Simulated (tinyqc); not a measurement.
How far the series holds: five-level k.p model folded onto the conduction band.

For k along z and one spin sector the level c couples to four states. With c0 = hbar^2/2m0, P = sqrt(Ep c0), P2 = sqrt(Ep2 c0): diagonal Eg + (1 + Cm) c0 k^2 for c, and 0, -Dso, E7 + D2, E7 for lh, so, G8 up, G7 up (their own dispersion is left out); couplings of c: sqrt(2/3) P k to lh, sqrt(1/3) P k to so, sqrt(2/3) P2 k to G8 up, sqrt(1/3) P2 k to G7 up (phases chosen real).

Expanding E = H_cc + S(E) about Eg in powers of k^2, with s_n = sum_j H_cj^2/(Eg - H_jj)^n: order k^2: e2 = (1 + Cm) c0 k^2 + s1; order k^4: e4 = -s2 e2; order k^6: e6 = s3 e2^2 + s2^2 e2.

Constants: hbar^2/2m0 = 3.80998211 eV angstrom^2.

Parameters, chosen for this exercise (near those of CdTe; not measured data):
```
symbol  value  unit  meaning
Eg      1.617  eV    gap at Gamma to the s-like level
Dso     0.96   eV    spin-orbit splitting
Ep      19.4   eV    Kane energy
E7      5.18   eV    upper Gamma7 conduction level, from the valence top
D2      0.29   eV    its spin-orbit splitting, Gamma8 above Gamma7
Ep2     1.8    eV    Kane energy to the upper levels
Cm      -0.2         remote term in 1/m
```

Energies from Eg; Pk/Eg measures the coupling.

Levels (eV):
```
k (1/angstrom)  Pk/Eg  to k^2   to k^4   to k^6   exact
0.0282          0.150  0.0328   0.0322   0.0322  0.0322
0.0645          0.343  0.1716   0.1552   0.1583  0.1577
0.1008          0.536  0.4192   0.3210   0.3671  0.3505
0.1370          0.728  0.7743   0.4394   0.7301  0.5832
0.1733          0.921  1.2390   0.3815   1.5726  0.8397
0.2096          1.114  1.8124  -0.0224   3.7058  1.1080
0.2821          1.500  3.2830  -2.7375  19.4227  1.6478
```

Give the missing row, k (1/angstrom) = 0.2459.

Computed row:
```
k (1/angstrom)  Pk/Eg  to k^2   to k^4  to k^6   exact
0.2459          1.307  2.4945  -0.9813  8.7396  1.3799
```

Within 2 % of the exact level stay: the k^2 term up to Pk/Eg = 0.15, the sum to k^4 up to Pk/Eg = 0.34, the sum to k^6 up to Pk/Eg = 0.34. In the last row the errors are +1635, -4385 and +17775 meV: higher orders make it worse, since the series in k^2 converges only for Pk below about Eg/2 in the two-level limit E = Eg/2 + sqrt(Eg^2/4 + P^2 k^2).

Run: tinyqc, `OMP_NUM_THREADS=1 python tinyqc.py 1050953 1050954 out.jsonl`; Intel(R) Xeon(R) Processor @ 2.30GHz, one thread, shared host; about 0.01 s of CPU time with all checks.
